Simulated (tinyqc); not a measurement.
## Landau coefficient from the swing

Inverse problem. Below threshold and near Q = 0, a ferroelectric film of thickness tf changes the swing n Vt ln 10 by the factor 1 + 2 al tf Cp, and al = -3 sqrt(3) Ec/(4 Pr) (1 nm times 1 kV/cm is 1e-4 V). Find n, al and Pr.

Parameters, values chosen for the exercise: temperature T = 300 K; coercive field Ec = 1200 kV/cm; overlap capacitance per gate area Cp = 0.71 uF/cm^2.

Constants: q = 1.602176634e-19 C, kB = 1.380649e-23 J/K, Vt = kB T/q. Results are converted to the units shown.

swing without the film and with tf = 23 nm (mV/decade): 67.264865  52.995773

Answer. The first swing gives n, the ratio of the two gives al, and Ec then gives Pr.

n = 1.13
al = -65.0 kV cm/uC
Pr = 24.0 uC/cm^2

Program tinyqc, `OMP_NUM_THREADS=1 python tinyqc.py 2860138 2860139 out.jsonl`; Intel Xeon 2.30GHz, shared host, one thread, about 0.03 s.
